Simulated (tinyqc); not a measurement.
# Floating body of a partially depleted SOI transistor: body voltage and kink: effects of single changes

Source at 0 V. Channel current Ic = 2 nf K Vt^2 [F(0) - F(Vd)](1 + la Vd), F(V) = ln^2(1 + exp((Vg - VT - nf V)/(2 nf Vt))), VT = VT0 - gb Vb. Saturation voltage Vs = 2 Vt sqrt(F(0)) + 3 Vt, excess Ve = (Vd - Vs + sqrt((Vd - Vs)^2 + 0.0004 V^2))/2, multiplication M1 = Ai Ve exp(-Bl/Ve). Each junction passes D(v) = J1 (exp(v/Vt) - 1) + J2 (exp(v/(2 Vt)) - 1). Bipolar current Ib = bb J1 (exp(Vb/Vt) - 1). The body settles where M1 (Ic + Ib) = D(Vb) + D(Vb - Vd) + Vb/Rb; drain current Id = (1 + M1)(Ic + Ib) - D(Vb - Vd).

Parameters, values chosen for the exercise; values of the order met in partially depleted silicon-on-insulator transistors: temperature T = 330 K; threshold at zero body voltage VT0 = 0.36 V; fall of the threshold per volt of body voltage gb = 0.21; slope factor nf = 1.49; gain factor per width K = 140 uA/(V^2 um); channel-length modulation factor la = 0.02 1/V; impact-ionisation prefactor Ai = 1.76 1/V; impact-ionisation voltage Bl = 7.5 V; diffusion saturation current of each junction J1 = 1.1e-11 uA/um; recombination saturation current of each junction J2 = 1.2e-8 uA/um; gain of the lateral bipolar transistor on the diffusion current bb = 0.5; resistance of a weak body tie to the source (1e9 stands for no tie, and the term is then dropped) Rb = 4000 kohm um; gate voltage Vg = 0.91 V; drain voltage Vd = 1.4 V.

Constants: q = 1.602176634e-19 C, kB = 1.380649e-23 J/K, Vt = kB T/q. Results are converted to the units shown.

Each table varies one quantity; the others keep the values above.

## Output curve and kink

Rows with more than one solution for Vb (latch) are left out; dId/dVd by a forward difference over 1e-4 V, swing = 1e-4 V over the change of log10 Id; M1 under 1e-12 is printed as 0.

Result of one run:

| Vd (V) | Vb (V) | M1 | Id, floating (uA/um) | Id, grounded (uA/um) | ratio | dId/dVd, floating (uS/um) | dId/dVd, grounded (uS/um) |
|---|---|---|---|---|---|---|---|
| 2.2 | 0.7010 | 0.03050 | 24.86 | 15.46 | 1.607 | 6.090 | 2.180 |

What becomes of these results when the drain voltage Vd is changed from 2.2 to 1.2 V, all else the same?

Result of the changed run:

| Vd (V) | Vb (V) | M1 | Id, floating (uA/um) | Id, grounded (uA/um) | ratio | dId/dVd, floating (uS/um) | dId/dVd, grounded (uS/um) |
|---|---|---|---|---|---|---|---|
| 1.2 | 0.003257 | 5.579e-5 | 14.60 | 14.56 | 1.002 | 0.8332 | 0.2965 |

The whole series:

| Vd (V) | Vb (V) | M1 | Id, floating (uA/um) | Id, grounded (uA/um) | ratio | dId/dVd, floating (uS/um) | dId/dVd, grounded (uS/um) |
|---|---|---|---|---|---|---|---|
| 1 | 5.982e-5 | 1.030e-6 | 14.50 | 14.50 | 1.000 | 0.3027 | 0.2848 |
| 1.2 | 0.003257 | 5.579e-5 | 14.60 | 14.56 | 1.002 | 0.8332 | 0.2965 |
| 1.4 | 0.03426 | 5.710e-4 | 15.01 | 14.62 | 1.026 | 3.996 | 0.3671 |
| 1.6 | 0.1641 | 0.002477 | 16.61 | 14.72 | 1.129 | 13.47 | 0.5648 |
| 1.8 | 0.5179 | 0.006177 | 21.25 | 14.86 | 1.430 | 32.97 | 0.9339 |
| 2 | 0.6675 | 0.01457 | 23.70 | 15.10 | 1.570 | 5.886 | 1.480 |
| 2.2 | 0.7010 | 0.03050 | 24.86 | 15.46 | 1.607 | 6.090 | 2.180 |

Vb rises from 5.98e-5 to 0.701 V and the ratio of the currents rises from 1.00 to 1.61. The output conductance with a floating body exceeds the grounded value by the largest factor among the rows, 35.3, at Vd = 1.8 V, where Vb = 0.518 V and M1 = 0.00618.

## Transfer curve and swing

Same model as above.

Transfer curve and swing:

| Vg (V) | Vb (V) | M1 | Id, floating (uA/um) | Id, grounded (uA/um) | ratio | swing, floating (mV/decade) | swing, grounded (mV/decade) |
|---|---|---|---|---|---|---|---|
| -0.09 | 3.075e-7 | 0.007697 | 8.503e-6 | 8.503e-6 | 1.000 | 97.94 | 97.94 |
| 0.01 | 2.757e-6 | 0.007673 | 8.895e-5 | 8.895e-5 | 1.000 | 98.36 | 98.36 |
| 0.11 | 2.747e-5 | 0.007595 | 9.095e-4 | 9.093e-4 | 1.000 | 100.1 | 100.1 |
| 0.21 | 2.530e-4 | 0.007362 | 0.008653 | 0.008643 | 1.001 | 105.3 | 105.5 |
| 0.31 | 0.001839 | 0.006764 | 0.06842 | 0.06792 | 1.007 | 120.0 | 120.7 |
| 0.41 | 0.008507 | 0.005619 | 0.3806 | 0.3708 | 1.027 | 154.0 | 156.5 |
| 0.51 | 0.02239 | 0.004138 | 1.358 | 1.294 | 1.050 | 216.9 | 220.4 |
| 0.61 | 0.03666 | 0.002772 | 3.316 | 3.133 | 1.058 | 308.8 | 308.7 |
| 0.71 | 0.04362 | 0.001739 | 6.283 | 5.973 | 1.052 | 419.5 | 411.7 |

What does the comparison show?

Vb rises from 3.07e-7 to 0.0436 V. The smallest swing among the rows is 97.9 mV a decade with a floating body (at Vg = -0.09 V) and 97.9 with a grounded one; Vt ln 10 = 65.5. In the first row the floating body raises the current by a factor of 1.00.

Range of the model: The multiplication law is an empirical form chosen for the exercise; self-heating and capacitive coupling to the body are left out, and the linear laws are rough once Vb passes about 0.7 V or M1 about 0.1.

Computed by the program tinyqc: `OMP_NUM_THREADS=1 python tinyqc.py 2182122 2182123 out.jsonl`, one thread of a shared Intel Xeon 2.30GHz, about 0.2 s for the whole run.
